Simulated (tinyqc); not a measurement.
Threshold of a short bulk MOSFET: charge sharing, barrier lowering, narrow width: threshold roll-off against channel length.

n-channel device on a p-type body, depletion approximation, full ionisation. Uniform doping N = Na. Vbi from Boltzmann statistics is rough for the degenerate source. Cox = eps0 eox/tox.

ni = sqrt(Nc Nv) exp(-Eg/(2 Vt)), Eg in volts; 2 pB = 2 Vt ln(N/ni); flat band Vfb - Vt ln(N/Na); Wd = sqrt(2 eps0 eps_r (2 pB - Vbs)/(q N)); body term q N Wd/Cox; long-channel VT0 = flat band + 2 pB + body term; Vbi = Vt ln(N Nsd/ni^2); scale length l = sqrt((eps_r/eox) tox Wd). Charge sharing (trapezoid; it ignores Vds): F = (xj/L)(sqrt(1 + 2 Wd/xj) - 1), lowering = body term times F. Barrier lowering: th = exp(-L/(2 l)) + 2 exp(-L/l), lowering = th [2 (Vbi - 2 pB) + Vds], DIBL = th. Narrow width: rise = body term times xw Wd/W. VT by each model = VT0 - lowering + rise. DIBL under 0.001 mV/V is printed as 0.

Inputs (values chosen for the exercise); band and dielectric values close to those of silicon:

| symbol | value | unit | meaning |
|---|---|---|---|
| T | 400 | K | temperature |
| Eg | 1.11 | eV | band gap |
| eps_r | 11.6 |  | relative permittivity |
| Nc | 4.3e19 | cm^-3 | conduction-band density of states at T |
| Nv | 4.11e19 | cm^-3 | valence-band density of states at T |
| eox | 3.9 |  | relative permittivity of the gate insulator (close to silicon dioxide) |
| tox | 3.1 | nm | insulator thickness |
| Na | 4.2e17 | cm^-3 | channel doping |
| Nsd | 1e20 | cm^-3 | source and drain doping |
| Vfb | -0.99 | V | flat-band voltage for the doping Na |
| xj | 84 | nm | junction depth |
| Vbs | -0.5 | V | body-source voltage |
| Vds | 1 | V | drain-source voltage |
| W | 280 | nm | gate width |
| xw | 1.5708 |  | shape factor of the fringing depletion at the width edges |

Constants: q = 1.602176634e-19 C, kB = 1.380649e-23 J/K, Vt = kB T/q, eps0 = 8.8541878128e-14 F/cm where lengths are in cm. Results are converted to the units shown.

The same in every row: N (cm^-3) = 4.200e17; VT0 (V) = 0.1819.

Results:
```
L (nm),L/l,F,DIBL (mV/V),"VT, charge sharing (V)","VT, barrier lowering (V)"
76,3.158,0.6408,291.2,0.07249,-0.08544
110,4.571,0.4427,122.4,0.1476,0.1470
230,9.557,0.2117,8.550,0.2353,0.3038
330,13.71,0.1476,1.055,0.2596,0.3142
480,19.95,0.1015,0.04666,0.2771,0.3156
690,28.67,0.07058,0,0.2888,0.3156
1000,41.55,0.04870,0,0.2971,0.3156
1400,58.17,0.03478,0,0.3024,0.3156
```

Estimate the missing row, L = 160 nm.

Computed row:
```
L (nm),L/l,F,DIBL (mV/V),"VT, charge sharing (V)","VT, barrier lowering (V)"
160,6.648,0.3044,38.59,0.2001,0.2625
```

With this row back in the table: VT by barrier lowering rises from -0.0854 to 0.316 V and VT by charge sharing rises from 0.0725 to 0.302 V. DIBL is under 100 mV/V from L = 160 nm on among the rows (th = 0.1 at L/l = 4.92). For L = 76 F exceeds 0.5: the shares of source and drain overlap, and the trapezoid formula no longer holds. For L = 76 DIBL exceeds 250 mV/V, where the barrier formula is rough.

Computed by the program tinyqc: `OMP_NUM_THREADS=1 python tinyqc.py 2002067 2002068 out.jsonl`, one thread of a shared Intel Xeon 2.30GHz, about 0.01 s for the whole run.
